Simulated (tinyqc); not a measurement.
## p-n diode with diffusion and depletion-layer recombination: currents and ideality against junction voltage

Abrupt junction in the depletion approximation, low injection, full ionisation, neutral widths fixed, ohmic contact on the p side. Vj is the junction voltage; where a series resistance Rs is given, V = Vj + J Rs is the terminal voltage.

ni = sqrt(Nc Nv) exp(-Eg/(2 Vt)), Eg in volts; D = mu Vt; Ln = sqrt(Dn tn), Lp = sqrt(Dp tp); J0n = q ni^2 Dn coth(wp/Ln)/(Ln Na); J0p = (q ni^2 Dp/(Lp Nd)) (s + tanh(wn/Lp))/(1 + s tanh(wn/Lp)), s = Sp Lp/Dp. J_diff = (J0n + J0p)(exp(Vj/Vt) - 1). Vbi = Vt ln(Na Nd/ni^2), W = sqrt(2 eps0 eps_r (Vbi - Vj)(1/Na + 1/Nd)/q), xp = W Nd/(Na + Nd), xn = W Na/(Na + Nd); u(x) = q Na (x + xp)^2/(2 eps0 eps_r) for x < 0 and Vbi - Vj - q Nd (xn - x)^2/(2 eps0 eps_r) for x > 0; p = Na exp(-u/Vt), n = Nd exp((u - Vbi + Vj)/Vt); U = ni^2 (exp(Vj/Vt) - 1)/(tp (n + ni exp(Et/Vt)) + tn (p + ni exp(-Et/Vt))); J_scr = q times the integral of U from -xp to xn. J = J_diff + J_scr. Ideality = (1/Vt) dVj/d ln J or (1/Vt) dV/d ln J; last column ni^2 exp(Vj/Vt)/N^2.

Inputs (values chosen for the exercise); band and dielectric values close to those of silicon:
- T = 293 K (temperature)
- Eg = 1.14 eV (band gap)
- eps_r = 11.6 (relative permittivity)
- Nc = 2.69e19 cm^-3 (conduction-band density of states at T)
- Nv = 2.61e19 cm^-3 (valence-band density of states at T)
- Na = 2.1e18 cm^-3 (acceptor density)
- Nd = 1.2e17 cm^-3 (donor density)
- mun = 210 cm^2/(V s) (electron mobility in the p side)
- mup = 320 cm^2/(V s) (hole mobility in the n side)
- tn = 2e-6 s (electron lifetime)
- tp = 5e-7 s (hole lifetime)
- wp = 0.61 um (neutral width of the p side)
- wn = 2.7 um (neutral width of the n side)
- Sp = 1e7 cm/s (recombination velocity at the n contact)
- Rs = 0.011 ohm cm^2 (series resistance)
- Et = 0 eV (trap level above the intrinsic level)

Constants: q = 1.602176634e-19 C, kB = 1.380649e-23 J/K, Vt = kB T/q, eps0 = 8.8541878128e-14 F/cm where lengths are in cm. Results are converted to the units shown.

Result of one run:
```
J_diff (A/cm^2),J_scr (A/cm^2),J (A/cm^2),V (V),ideality against Vj,ideality against V,"minority/doping, lighter side"
1.868e-6,4.372e-7,2.305e-6,0.3700,1.098,1.098,2.777e-9
```

Which junction voltage at which recombination is evaluated Vj gave this result: 0.23, 0.37, 0.44 or 0.79 V?

Vj = 0.37 V.

The whole series:
```
Vj (V),J_diff (A/cm^2),J_scr (A/cm^2),J (A/cm^2),V (V),ideality against Vj,ideality against V,"minority/doping, lighter side"
0.23,7.298e-9,2.362e-8,3.092e-8,0.2300,1.568,1.568,1.085e-11
0.3,1.168e-7,1.013e-7,2.181e-7,0.3000,1.283,1.283,1.736e-10
0.37,1.868e-6,4.372e-7,2.305e-6,0.3700,1.098,1.098,2.777e-9
0.44,2.988e-5,1.910e-6,3.179e-5,0.4400,1.029,1.029,4.442e-8
0.51,4.780e-4,8.516e-6,4.865e-4,0.5100,1.008,1.008,7.106e-7
0.58,0.007646,3.921e-5,0.007685,0.5801,1.002,1.006,1.137e-5
0.65,0.1223,1.895e-4,0.1225,0.6513,1.001,1.054,1.819e-4
0.72,1.957,9.684e-4,1.958,0.7415,1.000,1.853,0.002909
0.79,31.30,0.004685,31.31,1.134,1.000,14.64,0.04654
```

The ideality against Vj falls from 1.57 to 1.00. Diffusion overtakes recombination in the layer between Vj = 0.23 and 0.3 V. J_scr alone has an ideality of 1.90 between the first two rows and 1.76 between the last two. From Vj = 0.72 V the series resistance raises the terminal ideality by over a tenth; there J Rs = 0.85 Vt.

tinyqc, about 0.01 s, one thread, Intel Xeon 2.30GHz (shared host): `OMP_NUM_THREADS=1 python tinyqc.py 2260024 2260025 out.jsonl`
